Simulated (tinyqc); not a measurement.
Comparisons within one model: recursion (Haydock) method for the local density of states: bulk site of a square lattice. A value that a table varies takes the place of the one given here.

One orbital a site at energy 0, hopping -t to the 4 nearest neighbours of a square lattice; the start u0 is a site in the bulk, with energy V. Recursion: a_n = <u_n|H|u_n>, b_(n+1) u_(n+1) = (H - a_n) u_n - b_n u_(n-1), b > 0. G(z) = 1/(z - a0 - b1^2/(z - a1 - b2^2/(...))), z = E + i eta. After n levels the tail is b_n^2 T with the square-root terminator T = (z - sqrt(z - 2b) sqrt(z + 2b))/(2 b^2), b = 2t so that the band edges lie at -/+ 4t.

Reference: the closed form for a chain (bulk 1/sqrt(z^2 - 4t^2), end site (z - sqrt(z^2 - 4t^2))/(2t^2)), averaged over 400 points (j + 1/2) pi/400 in each remaining direction with z shifted by 2t cos k, then G/(1 - V G).

Parameters, chosen for this exercise: t = 1.08 eV (hopping); V = 0 eV (shift of the starting site); eta = 0.054 eV (broadening); n = 5 (levels kept); E = -1.73 eV (energy).

## How many levels, and whether to terminate

Energies as fractions of the half width 4t.

Density (1/eV):

| fraction | E (eV) | 2 levels | 4 levels | 7 levels | 7, no terminator | reference |
|---|---|---|---|---|---|---|
| -1.10 | -4.752 | 0.0033 | 0.0032 | 0.0032 | 0.0031 | 0.0032 |
| -0.90 | -3.888 | 0.0770 | 0.0720 | 0.0734 | 0.0225 | 0.0751 |
| -0.60 | -2.592 | 0.0893 | 0.0928 | 0.0924 | 0.0111 | 0.0931 |
| -0.35 | -1.512 | 0.1279 | 0.1142 | 0.1137 | 0.1516 | 0.1163 |
| -0.15 | -0.648 | 0.1668 | 0.1699 | 0.1620 | 0.0172 | 0.1544 |
| 0.00 | 0.000 | 0.1799 | 0.2016 | 0.2191 | 1.8671 | 0.2706 |
| 0.15 | 0.648 | 0.1668 | 0.1699 | 0.1620 | 0.0172 | 0.1544 |
| 0.35 | 1.512 | 0.1279 | 0.1142 | 0.1137 | 0.1516 | 0.1163 |
| 0.60 | 2.592 | 0.0893 | 0.0928 | 0.0924 | 0.0111 | 0.0931 |
| 0.90 | 3.888 | 0.0770 | 0.0720 | 0.0734 | 0.0225 | 0.0751 |
| 1.10 | 4.752 | 0.0033 | 0.0032 | 0.0032 | 0.0031 | 0.0032 |

Largest errors against the reference: 0.0906 (2 levels), 0.0689 (4), 0.0515 (7) and 1.596 without terminator, which leaves seven broadened spikes in place of a band. With seven levels the error is largest at E = 0.00 eV, at or next to a van Hove point of the lattice, which makes the b_n oscillate and converges last.

## What each setting does

G at z = E + i eta with n levels and terminator. Each row changes one parameter from the base and keeps the others.

Results:

| case | Re G (1/eV) | density (1/eV) |
|---|---|---|
| base | -0.2387 | 0.1057 |
| t = 1.188 eV | -0.2215 | 0.1000 |
| V = 0.5 eV | -0.2517 | 0.0826 |
| n = 6 | -0.2284 | 0.1082 |
| E = -1.51 eV | -0.2451 | 0.1121 |
| eta = 0.108 eV | -0.2347 | 0.1061 |

The largest shifts from the base row, up to three for each result and ties (the steps differ in size, so this ranks the rows, not the parameters). Re G (1/eV): t +0.0172, V -0.0130, n +0.0103. density (1/eV): V -0.0232, E +0.0064, t -0.0057.

Computed by tinyqc, a small Python program: `OMP_NUM_THREADS=1 python tinyqc.py 1452324 1452325 out.jsonl` (the numbers bound the seed that draws the inputs); one thread of a shared host (Intel(R) Xeon(R) Processor @ 2.30GHz), about 0.01 s for the whole set of steps.
